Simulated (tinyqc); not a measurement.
Lorentz oscillators and the Kramers-Kronig relations: sweeps and comparisons. A value that a table varies takes the place of the one given here.

eps(E) = 1 + sum_j S_j/(E0_j^2 - E^2 - i G_j E).

Kramers-Kronig: eps1(E) = 1 + (2/pi) P integral_0^infinity E1 eps2(E1)/(E1^2 - E^2) dE1. Maclaurin rule on the grid E_j = j h, j = 1 .. M: eps1(E_i) = 1 + (4 h/pi) sum over j with j - i odd of E_j eps2(E_j)/(E_j^2 - E_i^2); nothing is added above E_M.

n + i k = sqrt(eps1 + i eps2) with k >= 0; R = ((n - 1)^2 + k^2)/((n + 1)^2 + k^2) at normal incidence from vacuum; alpha = 2 E k/(hbar c), times 1e8 for 1/cm; loss function Im(-1/eps) = eps2/(eps1^2 + eps2^2).

Constants: hbar c = 1973.269805 eV angstrom.

Inputs chosen for the exercise (line positions loosely like those of GaN; Lorentz tails absorb below the gap, where the real solid is clear; shifted at random, so the results belong to these values and not to a real crystal):

| symbol | value | unit | meaning |
|---|---|---|---|
| E0 | (4.36, 6.67, 8.95) | eV | resonances |
| G | (0.96, 0.77, 2.04) | eV | widths |
| S | (9.2, 57.2, 74.7) | eV^2 | strengths |
| h | 0.4 | eV | grid step |
| M | 40 |  | grid points E_j = j h |
| E_t | 1.5 | eV | energy below the first line |
| E | 7.86 | eV | photon energy |

## Numerical transform against the formula

Every third grid point is listed; the error is the transform minus the formula.

Dielectric function:

| E (eV) | eps2 | eps1 formula | eps1 transform | error |
|---|---|---|---|---|
| 0.80 | 0.059 | 3.744 | 3.792 | 0.048 |
| 2.00 | 0.183 | 3.993 | 3.901 | -0.092 |
| 3.20 | 0.546 | 4.656 | 4.722 | 0.066 |
| 4.40 | 2.642 | 4.260 | 4.225 | -0.034 |
| 5.60 | 1.905 | 5.759 | 5.749 | -0.010 |
| 6.80 | 10.676 | -0.716 | 0.254 | 0.970 |
| 8.00 | 3.195 | 0.424 | 0.209 | -0.215 |
| 9.20 | 4.023 | -1.428 | -1.354 | 0.074 |
| 10.40 | 1.403 | -1.680 | -1.753 | -0.073 |
| 11.60 | 0.571 | -0.862 | -0.845 | 0.017 |
| 12.80 | 0.298 | -0.352 | -0.406 | -0.054 |
| 14.00 | 0.180 | -0.035 | -0.042 | -0.007 |
| 15.20 | 0.120 | 0.177 | 0.109 | -0.068 |

The largest error listed is +0.970 at 6.80 eV. The rule samples every 2h = 0.8 eV and the narrowest line is 0.77 eV wide, so it is not resolved. The grid ends at 16 eV, where eps2 is still 0.094; the error at the last point listed, nearest the missing tail, is -0.068.

## How far the spectrum must be known

The integrals are done by adaptive quadrature and cut at E_cut. f-sum share: (2/pi) integral of E eps2 over sum S. Static share: (2/pi) integral of eps2/E over eps(0) - 1.

Cut integrals:

| E_cut (eV) | eps1(E_t) | f-sum share | static share |
|---|---|---|---|
| 7.2 | 2.909 | 0.397 | 0.660 |
| 9.8 | 3.652 | 0.762 | 0.926 |
| 13.4 | 3.824 | 0.903 | 0.988 |
| 17.9 | 3.846 | 0.939 | 0.996 |
| 26.8 | 3.854 | 0.963 | 0.999 |
| 44.8 | 3.856 | 0.979 | 1.000 |

eps1(E_t) from the formula = 3.856

Cut at 9.8 eV, just above the last line, eps1(E_t) lacks 0.204; cut at 44.8 eV it lacks 0.001. At 13.4 eV the static sum has reached 0.988 and the f-sum only 0.903: the f-sum weights eps2 by E and the static sum by 1/E, so the f-sum needs the far tail.

## Optical constants across the spectrum

Spectrum:

| E (eV) | eps1 | eps2 | n | k | R | loss |
|---|---|---|---|---|---|---|
| 1.34 | 3.823 | 0.105 | 1.956 | 0.027 | 0.105 | 0.007 |
| 3.17 | 4.630 | 0.527 | 2.155 | 0.122 | 0.135 | 0.024 |
| 5.00 | 4.200 | 1.550 | 2.083 | 0.372 | 0.136 | 0.077 |
| 6.83 | -1.235 | 10.174 | 2.123 | 2.396 | 0.452 | 0.097 |
| 8.67 | 0.153 | 4.330 | 1.498 | 1.446 | 0.281 | 0.231 |
| 10.50 | -1.603 | 1.286 | 0.476 | 1.352 | 0.525 | 0.304 |
| 12.33 | -0.522 | 0.376 | 0.247 | 0.763 | 0.538 | 0.909 |
| 14.16 | -0.002 | 0.170 | 0.290 | 0.293 | 0.337 | 5.881 |
| 15.99 | 0.280 | 0.095 | 0.537 | 0.088 | 0.094 | 1.083 |
| 17.82 | 0.453 | 0.059 | 0.674 | 0.044 | 0.038 | 0.284 |
| 19.65 | 0.568 | 0.040 | 0.754 | 0.027 | 0.020 | 0.124 |
| 21.48 | 0.649 | 0.029 | 0.806 | 0.018 | 0.012 | 0.068 |

Among the energies listed the largest values are at (eV): eps2 6.83; n 3.17; k 6.83; R 12.33; loss 14.16. eps1 crosses zero at 6.77, 7.80, 8.73 and 14.17 eV; the last crossing is upward and marks the plasmon, against sqrt(sum S) = 11.88 eV for free electrons.

## What each oscillator parameter does

At the energy E. Each row changes one parameter from the base and keeps the others.

Results:

| case | eps1 | eps2 | n | k | R |
|---|---|---|---|---|---|
| base | 0.153 | 3.089 | 1.274 | 1.212 | 0.233 |
| E0 = (4.36, 7.003, 8.95) eV | -0.563 | 3.798 | 1.280 | 1.484 | 0.308 |
| G = (0.96, 1.155, 2.04) eV | 0.507 | 3.419 | 1.408 | 1.214 | 0.226 |
| S = (9.2, 68.64, 74.7) eV^2 | -0.436 | 3.295 | 1.202 | 1.371 | 0.286 |
| E = 8.253 eV | 0.656 | 3.581 | 1.466 | 1.222 | 0.226 |

The largest shifts from the base row, up to three for each result and ties (the steps differ in size, so this ranks the rows, not the parameters). eps1: E0 -0.716, S -0.589, E +0.503. eps2: E0 +0.709, E +0.492, G +0.330. n: E +0.192, G +0.134, S -0.072. k: E0 +0.271, S +0.159, E +0.009. R: E0 +0.075, S +0.053, G -0.007, E -0.007.

Program tinyqc; command `OMP_NUM_THREADS=1 python tinyqc.py 1681665 1681666 out.jsonl`; about 0.2 s on one thread of a shared Intel(R) Xeon(R) Processor @ 2.30GHz.
